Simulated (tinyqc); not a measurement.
Admittance spectroscopy of a deep trap: two steps of the calculation.

Schottky contact on an n-type layer with shallow donors Nd (all ionised) and a donor-like deep trap, neutral when filled and positive when empty; depletion approximation. Traps within lam of the depletion edge stay filled. The traps at xt = W - lam, where the level crosses the Fermi level, follow a slow signal and not a fast one. w = 2 pi f.

Inputs (values chosen for the exercise); material values close to those of indium phosphide:
- eps_r = 12.5 (relative permittivity)
- Nc = 5.71e17 cm^-3 (conduction-band density of states at 300 K)
- vth = 4.3e7 cm/s (thermal velocity at 300 K)
- Nd = 2.9e16 cm^-3 (shallow donor density)
- Vbi = 0.68 V (built-in voltage)
- Et = 0.29 eV (depth of the trap below the conduction edge)
- sn = 1.3e-16 cm^2 (capture cross-section)
- Nt = 7.8e15 cm^-3 (trap density)
- Vr = 1.8 V (reverse bias)
- f = 1200 Hz (signal frequency)
- T = 248 K (temperature)

Constants: q = 1.602176634e-19 C, kB = 1.380649e-23 J/K, eps0 = 8.8541878128e-14 F/cm where lengths are in cm. Results are converted to the units shown.

Question 1. Widths and limiting capacitances. lam = sqrt(2 eps0 eps_r (EF - ET)/(q Nd)), EF - ET = Et - (kB T/q) ln(Nc(T)/Nd), Nc(T) = Nc (T/300 K)^1.5. In the steady state at the band bending V, 2 eps0 eps_r V/q = Nd W^2 + Nt (W - lam)^2 (the second term only if W > lam). V = Vbi + Vr. C_HF = eps0 eps_r/W, C_LF = eps0 eps_r (Nd + Nt)/(Nd W + Nt xt).

Find: lam; W; xt; C_HF; C_LF.

Answer 1.

lam = 105.2 nm
W = 324.4 nm
xt = 219.2 nm
C_HF = 34.12 nF/cm^2
C_LF = 36.64 nF/cm^2

The step is 7.38 % of C_HF.

Question 2. Admittance at the signal frequency. Emission rate en = sn vth(T) Nc(T) exp(-Et/kB T) = sn g T^2 exp(-Et/kB T), g = vth Nc/(300 K)^2, as vth goes as T^0.5 and Nc as T^1.5 (degeneracy factor 1). Inflection frequency w0 = 2 en [1 + Nt xt/(Nd W)]; C = C_HF + (C_LF - C_HF)/(1 + (w/w0)^2), G/w = (C_LF - C_HF)(w/w0)/(1 + (w/w0)^2).

W = 324.39189 nm
xt = 219.16619 nm
C_HF = 34.118408 nF/cm^2
C_LF = 36.637378 nF/cm^2

Find: en; w0/(2 pi); C; G/w.

Answer 2.

en = 2788.8 1/s
w0/(2 pi) = 1049.0 Hz
C = 35.210 nF/cm^2
G/w = 1.2482 nF/cm^2

The signal lies near the inflection, where the loss is largest.

Numbers from tinyqc (`OMP_NUM_THREADS=1 python tinyqc.py 2050151 2050152 out.jsonl`; about 0.01 s on one thread of a shared Intel Xeon 2.30GHz).
